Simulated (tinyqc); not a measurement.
One rectangular barrier with mass mismatch, transfer matrices: two steps of the calculation.

One electron of energy E comes from the left lead (band edge 0); no transverse momentum. Parabolic bands, masses in units of m0, C = hbar^2/(2 m0); psi and psi'/m are continuous at every interface. The right lead equals the left one.

Parameters, values chosen for the exercise; masses and offsets close to those of silicon wells and oxide barriers: barrier height U1 = 3.2 eV; barrier mass m1 = 0.49 m0; barrier width d1 = 0.4 nm; electron energy E = 0.42 eV.

Constants: q = 1.602176634e-19 C, hbar = 1.054571817e-34 J s, m0 = 9.1093837015e-31 kg, hbar^2/(2 m0) = 0.0380998212 eV nm^2. Results are converted to the units shown.

Task 1. Matrices of the layers. For the pair (psi, psi'/m) a flat layer has M = [[cos kd, (m/k) sin kd], [-(k/m) sin kd, cos kd]] with k = sqrt(m (E - U)/C) above its edge U, and M = [[cosh Kd, (m/K) sinh Kd], [(K/m) sinh Kd, cosh Kd]] with K = sqrt(m (U - E)/C) below it. M12 is in nm, M21 in 1/nm.

Find: M of layer 1.

Result 1.

M of layer 1:
```
        1        2
1  5.5121  0.44421
2  66.148   5.5121
```

Task 2. Transmission and reflection. The matrix M carries (psi, psi'/m) across the stack, and v = k/m in each lead. psi = 1 + r at the left edge (incident amplitude 1) and t at the right edge. With det M = 1, a = i vR M11 - M21 and b = -vL vR M12 - i vL M22: t = 2 i vL/(a - b), r = -(a + b)/(a - b), T(E) = (vR/vL) |t|^2, R(E) = |r|^2.

M of layer 1:
```
           1           2
1  5.5121343  0.44421149
2  66.147825   5.5121343
```

vL = 6.3897122 1/nm
vR = 6.3897122 1/nm

Give: t; r; T(E); R(E).

Result 2.

t = 0.1239-0.0844i
r = -0.5568-0.8170i
T(E) = 0.02247
R(E) = 0.9775

T(E) + R(E) = 1: the current is conserved.

Range of the model: Masses are held fixed, although real bands cease to be parabolic a few tenths of an eV from their edges (inside a barrier too).

Program tinyqc, `OMP_NUM_THREADS=1 python tinyqc.py 2560103 2560104 out.jsonl`; Intel Xeon 2.30GHz, shared host, one thread, about 0.01 s.
